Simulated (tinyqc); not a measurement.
Junction field-effect transistor with two gates, gradual channel with velocity saturation: one step of the calculation.

A uniformly doped n-type channel, depleted from both sides by p+ gates; at channel potential V the depleted share of a is u = sqrt((Vbi - Vg + V)/Vp), s at the source. Electrons drift with v = mu E/(1 + mu E/vsat). Abrupt depletion edge, no series resistance, source at 0.

Problem. Current below saturation. u = sqrt((Vbi - Vg + Vd)/Vp). I = (G0 Vp/3) F/(1 + Z (u^2 - s^2)), F = 3 (u^2 - s^2) - 2 (u^3 - s^3), with u at V = Vd; Z = 0 gives constant mobility, for which u stops at 1.

Parameters, values chosen for the exercise:
- Vg = 0 V (gate voltage)
- Vd = 0.2 V (drain voltage)

Vbi = 1.3486947 V
Vp = 2.2064835 V
G0 = 1209.7074 mS
Z = 15.013186
s = 0.78181949

Give: u; F; I for Z = 0; I.

Solution.

u = 0.8378
F = 0.05163
I for Z = 0 = 45.94 mA
I = 19.46 mA

The falling mobility lowers the current by 57.6 %.

tinyqc, about 0.06 s, one thread, Intel Xeon 2.30GHz (shared host): `OMP_NUM_THREADS=1 python tinyqc.py 2500037 2500038 out.jsonl`
